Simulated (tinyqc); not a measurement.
# Free and trapped electrons in a MOS channel with a dense trap tail: effects of single changes

p-type body, charge-sheet picture, full ionisation (an idealisation for deep acceptors), Boltzmann statistics for free electrons. e = Ec - EF at the surface. Acceptor-like traps of density D(E) = D0 + De exp(-E/Ew) at depth E below Ec, from 0 to Eu, hold n_t = integral of D(E)/(1 + exp((e - E)/Vt)). psi = Eg - Vt ln(Nv/Na) - e; N_dep = sqrt(2 eps0 eps_r Na (psi - Vt)/q); n_f = sqrt(N_dep^2 + 2 eps0 eps_r Vt Nc exp(-e/Vt)/q) - N_dep; Vg = Vfb + psi + q (N_dep + n_t + n_f)/Cox, Cox = eps0 eox/tox.

Parameters, values chosen for the exercise; band and dielectric values close to those of 4H silicon carbide: temperature T = 300 K; band gap Eg = 3.21 eV; relative permittivity eps_r = 9.83; conduction-band density of states at T Nc = 1.7e19 cm^-3; valence-band density of states at T Nv = 2.52e19 cm^-3; relative permittivity of the insulator eox = 3.9; insulator thickness tox = 42 nm; acceptor density Na = 1.7e17 cm^-3; flat-band voltage without trapped charge Vfb = -2.44 V; constant background density of acceptor-like traps D0 = 1.2e11 cm^-2 eV^-1; density of the tail at the conduction edge De = 6.8e12 cm^-2 eV^-1; decay energy of the tail Ew = 0.1 eV; depth below Ec down to which the traps reach Eu = 0.52 eV; mobility of free electrons mf = 210 cm^2/(V s).

Constants: q = 1.602176634e-19 C, kB = 1.380649e-23 J/K, Vt = kB T/q, eps0 = 8.8541878128e-14 F/cm where lengths are in cm. Results are converted to the units shown.

Each table varies one quantity; the others keep the values above.

## Free and trapped charge against gate voltage

Free share n_f/(n_f + n_t); swing ln 10 n_f/(dn_f/dVg); field-effect mobility mf q (dn_f/dVg)/Cox, for a constant mf; oxide field q (N_dep + n_t + n_f)/(eps0 eox).

Results:

| Vg (V) | e (eV) | n_f (cm^-2) | n_t (cm^-2) | free share (%) | swing (mV/decade) | field-effect mobility (cm^2/(V s)) | oxide field (MV/cm) |
|---|---|---|---|---|---|---|---|
| 4.7 | 0.3596 | 9.730e5 | 3.637e10 | 0.002675 | 146.3 | 0.006265 | 1.052 |
| 6.4 | 0.04984 | 1.431e11 | 4.820e11 | 22.89 | 1175 | 114.7 | 1.383 |
| 7.3 | 0.01760 | 4.646e11 | 5.931e11 | 43.92 | 2602 | 168.3 | 1.590 |
| 8.2 | -2.434e-4 | 8.592e11 | 6.443e11 | 57.15 | 4315 | 187.6 | 1.800 |
| 9.1 | -0.01252 | 1.282e12 | 6.720e11 | 65.61 | 6161 | 196.1 | 2.011 |
| 9.9 | -0.02098 | 1.670e12 | 6.873e11 | 70.84 | 7863 | 200.1 | 2.200 |
| 10.8 | -0.02881 | 2.113e12 | 6.988e11 | 75.15 | 9820 | 202.8 | 2.412 |
| 11.7 | -0.03543 | 2.561e12 | 7.067e11 | 78.37 | 1.180e4 | 204.4 | 2.625 |

Estimate the missing row, Vg = 5.6 V.

Computed row:

| Vg (V) | e (eV) | n_f (cm^-2) | n_t (cm^-2) | free share (%) | swing (mV/decade) | field-effect mobility (cm^2/(V s)) | oxide field (MV/cm) |
|---|---|---|---|---|---|---|---|
| 5.6 | 0.1208 | 9.573e9 | 2.693e11 | 3.432 | 418.6 | 21.55 | 1.210 |

With this row back in the table: n_f reaches 1e11 cm^-2 at Vg = 6.23 V, against 5.36 V without traps. The free share rises from 0.00267 to 78.4 % and the field-effect mobility rises from 0.00627 to 204 cm^2/(V s), although mf = 210 is constant: in the last row 97.4 % of Cox dVg goes into free electrons. The swing in the first row is 146 mV a decade (Vt ln 10 = 59.5). For Vg = 6.4, 7.3, 8.2, 9.1, 9.9, 10.8, 11.7 EF lies less than 2 Vt below the band edge, or above it, where degeneracy and confinement, left out, matter.

## Effect of the density of the tail at the conduction edge

VT is the Vg for n_f = 1e11 cm^-2; swing ln 10 n_f/(dn_f/dVg) at n_f = 1e8 cm^-2; the last three columns are for Vg = VT + 3.4 V, with free share n_f/(n_f + n_t) and field-effect mobility mf q (dn_f/dVg)/Cox; there EF is near the band edge, where Boltzmann statistics are rough.

Results:

| De (cm^-2 eV^-1) | e at VT (eV) | VT (V) | q n_t/Cox at VT (V) | swing (mV/decade) | n_f (cm^-2) | free share (%) | field-effect mobility (cm^2/(V s)) |
|---|---|---|---|---|---|---|---|
| 1e12 | 0.05937 | 5.580 | 0.2199 | 133.3 | 1.730e12 | 91.85 | 205.5 |
| 2e12 | 0.05937 | 5.693 | 0.3327 | 145.2 | 1.697e12 | 87.35 | 204.5 |
| 5e12 | 0.05937 | 6.031 | 0.6711 | 180.9 | 1.598e12 | 75.46 | 201.2 |
| 1e13 | 0.05937 | 6.595 | 1.235 | 240.4 | 1.440e12 | 59.76 | 194.6 |
| 2e13 | 0.05937 | 7.723 | 2.363 | 359.4 | 1.156e12 | 38.61 | 176.5 |
| 9e13 | 0.05937 | 15.62 | 10.26 | 1192 | 3.361e11 | 4.748 | 44.88 |
| 2e14 | 0.05937 | 28.03 | 22.67 | 2501 | 1.845e11 | 1.371 | 13.16 |

Estimate the missing row, De = 4e13 cm^-2 eV^-1.

Computed row:

| De (cm^-2 eV^-1) | e at VT (eV) | VT (V) | q n_t/Cox at VT (V) | swing (mV/decade) | n_f (cm^-2) | free share (%) | field-effect mobility (cm^2/(V s)) |
|---|---|---|---|---|---|---|---|
| 4e13 | 0.05937 | 9.979 | 4.619 | 597.4 | 7.377e11 | 17.71 | 126.6 |

With this row back in the table: As De goes from 1e12 to 2e14, VT rises from 5.58 to 28.0 V, its part due to traps rises from 0.220 to 22.7 V, the swing rises from 133 to 2500 mV/decade and the field-effect mobility falls from 205 to 13.2 cm^2/(V s).

tinyqc, about 0.02 s, one thread, Intel Xeon 2.30GHz (shared host): `OMP_NUM_THREADS=1 python tinyqc.py 2222247 2222248 out.jsonl`
